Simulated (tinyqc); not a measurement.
Inside a calculation. Model: gate-all-around wire, scale length and short-channel effects.

Numbers from tinyqc (`OMP_NUM_THREADS=1 python tinyqc.py 2420165 2420166 out.jsonl`; about 0.01 s on one thread of a shared Intel Xeon 2.30GHz). Printed values are rounded.

A round wire of diameter ts in an insulator shell of thickness ti under a surrounding gate. Below threshold the potential that source and drain add obeys Laplace's equation and vanishes on the gate. Its lowest mode decays along the channel as exp(-k y); k is the smallest positive root of the matching condition at the interface, and the scale length is Lambda = pi/k.

Inputs (values chosen for the exercise); permittivities: semiconductor made up, insulator close to that of zirconium oxide:
- T = 250 K (temperature)
- eps_r = 14 (relative permittivity of the semiconductor)
- ei = 25.7 (relative permittivity of the insulator)
- ti = 11 nm (insulator thickness)
- ts = 13.7 nm (wire diameter)
- L = 32 nm (channel length)
- Vbi = 0.86 V (potential of the source)
- sT = 0.71 V (potential of the barrier top at threshold)
- VTL = 0.39 V (long-channel threshold)
- m = 1 (long-channel body factor)
- Vds = 1 V (drain voltage)

Constants: q = 1.602176634e-19 C, kB = 1.380649e-23 J/K, Vt = kB T/q. Results are converted to the units shown.

Range of the model: L is under 1.6 Lambda, where higher modes, left out of the one-mode potential, begin to count.

## Scan of the matching condition

```
point,k (1/nm)
0,0.0225
1,0.045
2,0.0675
3,0.09
4,0.1125
5,0.135
6,0.1575
7,0.18
```

f(k) = ei J0(u)[J1(u) Y0(v) - Y1(u) J0(v)] - eps_r J1(u)[J0(u) Y0(v) - Y0(u) J0(v)], u = k ts/2, v = u + k ti.

```
point,f(k)
0,102.4596
1,45.8971
2,25.1219
3,13.7529
4,6.5923
5,1.9259
6,-1.0077
7,-2.6451
```

The first change of sign lies between k = 0.135 and 0.1575 1/nm.

## Iteration 1: decay constant by Newton steps

k at the start = 0.1575 1/nm

f(k) = ei J0(u)[J1(u) Y0(v) - Y1(u) J0(v)] - eps_r J1(u)[J0(u) Y0(v) - Y0(u) J0(v)], u = k ts/2, v = u + k ti; f' by a central difference with +/- 1e-5 1/nm; k(new) = k - f/f'.

f = -1.007714
f' = -98.95811 nm
k after iteration 1 = 0.1473168 1/nm

## Iteration 2: decay constant by Newton steps

As before.

f = 0.1374200
f' = -126.5174 nm
k after iteration 2 = 0.1484029 1/nm

## Course of the iteration: decay constant by Newton steps

Stop when k changes by less than 1e-10 1/nm, or after 30 iterations.

Course of the iteration:
```
iteration,k (1/nm),|change| (1/nm)
1,0.1473168,0.0102
2,0.1484029,1.09e-3
3,0.1484166,1.37e-5
4,0.1484166,2.16e-9
5,0.1484166,< 1e-14
```

Converged in 5 iterations. At the end the number of correct digits about doubles with each step.

## Scale length against simple estimates

k = 0.1484166 1/nm

Lambda = pi/k and l = 1/k. A parabolic potential across the structure gives l(parabolic) = sqrt([2 eps_r ts^2 ln(1 + 2 ti/ts) + ei ts^2]/(16 ei)).

Lambda = 21.16739 nm
l = 6.737789 nm
l(parabolic) = 4.896035 nm

The parabolic estimate is 27 % below l.

## Threshold shift, barrier position and swing

Along the channel psi(y) = s + a exp(y/l) + b exp(-y/l) with psi(0) = Vbi, psi(L) = Vbi + Vds and l = 1/k = Lambda/pi; with A = Vbi - s, B = A + Vds, x = exp(-L/l): a = (B - A x) x/(1 - x^2), b = (A - B x)/(1 - x^2). The minimum is s + 2 sqrt(a b), at y = (l/2) ln(b/a). The long-channel potential follows the gate as s = sT + (Vg - VTL)/m, and the threshold VT is the gate voltage at which the minimum equals sT. Swing = m Vt ln 10/g at threshold, g = d(minimum)/ds = 1 - (b x + a)/((1 + x) sqrt(a b)).

s at threshold = 0.6077696 V
a = 0.01082306 V
b = 0.2414074 V
position of the minimum = 10.45977 nm
VT = 0.2877696 V
swing = 66.18086 mV/decade

The threshold lies 102 mV below the long-channel value, and the barrier top sits at 0.33 L from the source.
